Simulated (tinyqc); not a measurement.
# Double-gate transistor, scale length and short-channel effects: what changes with what

A body of thickness ts between two insulators of thickness ti and two tied gates. Below threshold the potential that source and drain add obeys Laplace's equation and vanishes on the gate. Its lowest mode decays along the channel as exp(-k y); k is the smallest positive root of the matching condition at the interface, and the scale length is Lambda = pi/k.

Inputs (values chosen for the exercise); permittivities: semiconductor close to that of silicon, insulator close to that of silicon nitride:
- T = 293 K (temperature)
- eps_r = 11.6 (relative permittivity of the semiconductor)
- ei = 7.28 (relative permittivity of the insulator)
- ti = 2.5 nm (insulator thickness)
- ts = 8.9 nm (body thickness)
- L = 43 nm (channel length)
- Vbi = 0.87 V (potential of the source)
- sT = 0.74 V (potential of the barrier top at threshold)
- Vds = 0.8 V (drain voltage)

Constants: q = 1.602176634e-19 C, kB = 1.380649e-23 J/K, Vt = kB T/q. Results are converted to the units shown.

Each table varies one quantity; the others keep the values above.

## Effect of the channel length

k is the smallest positive root of f(k) = ei cos(k ti) cos(k ts/2) - eps_r sin(k ti) sin(k ts/2). Along the channel psi(y) = s + a exp(y/l) + b exp(-y/l) with psi(0) = Vbi, psi(L) = Vbi + Vds and l = 1/k = Lambda/pi; with A = Vbi - s, B = A + Vds, x = exp(-L/l): a = (B - A x) x/(1 - x^2), b = (A - B x)/(1 - x^2). The minimum is s + 2 sqrt(a b), at y = (l/2) ln(b/a). The long-channel potential follows the gate as s = sT + (Vg - VTL)/m, and the threshold VT is the gate voltage at which the minimum equals sT. Swing = m Vt ln 10/g at threshold, g = d(minimum)/ds = 1 - (b x + a)/((1 + x) sqrt(a b)). DIBL = [VT(0.05 V) - VT(Vds)]/(Vds - 0.05 V). sT and Vbi are held fixed; m = 1.

The same in every row: Lambda (nm) = 16.09.

Results:
```
L (nm)  L/Lambda  VT - VTL at Vds = 0.05 V (mV)  VT - VTL at Vds (mV)  DIBL (mV/V)  swing (mV/decade)
18         1.118                         -77.38                -198.4        161.3              98.96
21         1.305                         -52.04                -130.5        104.6              86.11
25         1.553                         -32.06                -78.35        61.72              75.73
30         1.864                         -18.29                -43.62        33.77              68.37
36         2.237                         -9.687                -22.65        17.28              63.64
43         2.672                         -4.745                -10.95        8.268              60.86
51         3.169                         -2.137                -4.891        3.672              59.37
72         4.474                        -0.2719               -0.6185       0.4622              58.29
```

Estimate the missing row, L = 61 nm.

Computed row:
```
L (nm)  L/Lambda  VT - VTL at Vds = 0.05 V (mV)  VT - VTL at Vds (mV)  DIBL (mV/V)  swing (mV/decade)
61         3.790                        -0.7982                -1.819        1.361              58.60
```

With this row back in the table: From L = 18 to 72 nm, DIBL falls from 161 to 0.462 mV/V and the swing falls from 99.0 to 58.3 mV a decade (long-channel value 58.1). Between the last two rows the threshold shift at Vds decays with a length of 10.2 nm, against 2 Lambda/pi = 10.2 nm for a shift that goes as exp(-pi L/(2 Lambda)). DIBL first drops below 100 mV/V at L = 25 nm among the rows, L/Lambda = 1.6. For L = 18 to 21 nm L is under 1.5 Lambda, where higher modes, left out of the one-mode potential, count.

## Effect of the body thickness

Same model as above.

Result of one run:
```
ts (nm)  Lambda (nm)  L/Lambda  VT - VTL at Vds (mV)  DIBL (mV/V)  swing (mV/decade)
5.5           12.305    3.4946               -2.9088       2.1793             58.874
```

What becomes of these results when the body thickness ts is changed from 5.5 to 11 nm, all else the same?

Result of the changed run:
```
ts (nm)  Lambda (nm)  L/Lambda  VT - VTL at Vds (mV)  DIBL (mV/V)  swing (mV/decade)
11            18.343    2.3443               -18.876       14.360             62.753
```

The whole series:
```
ts (nm)  Lambda (nm)  L/Lambda  VT - VTL at Vds (mV)  DIBL (mV/V)  swing (mV/decade)
3.6           10.040    4.2830              -0.83561      0.62458             58.350
4.4           11.012    3.9047               -1.5184       1.1358             58.523
5.5           12.305    3.4946               -2.9088       2.1793             58.874
6.9           13.894    3.0948               -5.5108       4.1401             59.524
8.6           15.767    2.7271               -9.9990       7.5460             60.627
11            18.343    2.3443               -18.876       14.360             62.753
13            20.448    2.1029               -28.544       21.880             64.995
```

As ts goes from 3.6 to 13 nm, Lambda rises from 10.0 to 20.4 nm, DIBL rises from 0.625 to 21.9 mV/V and the swing rises from 58.4 to 65.0 mV a decade. On average Lambda goes as ts^(0.55). At ts = 3.6 nm the semiconductor is under 4 nm thick, where quantum confinement shifts the threshold.

## A higher permittivity at fixed equivalent oxide thickness

Same model as above.

The equivalent oxide thickness 3.9 ti/ei is held at 1.3 nm, so ti = 1.3 ei/3.9 nm.

Result of one run:
```
ei  ti (nm)  Lambda (nm)  L/Lambda  DIBL (mV/V)  swing (mV/decade)
20   6.6667       19.169    2.2432       17.098             63.581
```

What becomes of these results when the relative permittivity of the insulator ei is changed from 20 to 5, all else the same?

Result of the changed run:
```
ei  ti (nm)  Lambda (nm)  L/Lambda  DIBL (mV/V)  swing (mV/decade)
5    1.6667       15.663    2.7453       7.3233             60.556
```

The whole series:
```
ei   ti (nm)  Lambda (nm)  L/Lambda  DIBL (mV/V)  swing (mV/decade)
3.9   1.3000       15.581    2.7598       7.1498             60.500
5     1.6667       15.663    2.7453       7.3233             60.556
7.5   2.5000       15.932    2.6990       7.9052             60.742
10    3.3333       16.319    2.6349       8.7921             61.024
15    5.0000       17.481    2.4599       11.793             61.964
20    6.6667       19.169    2.2432       17.098             63.581
25    8.3333       21.320    2.0169       25.525             66.049
35    11.667       26.550    1.6196       54.048             73.773
```

As ei goes from 3.9 to 35, Lambda rises from 15.6 to 26.6 nm, DIBL rises from 7.15 to 54.0 mV/V and the swing rises from 60.5 to 73.8 mV a decade. The ratio ei/ti is the same in every row, yet the insulator grows from 1.30 to 11.7 nm, and drain fields reach the channel sideways through it.

Program tinyqc, `OMP_NUM_THREADS=1 python tinyqc.py 2420091 2420092 out.jsonl`; Intel Xeon 2.30GHz, shared host, one thread, about 0.01 s.
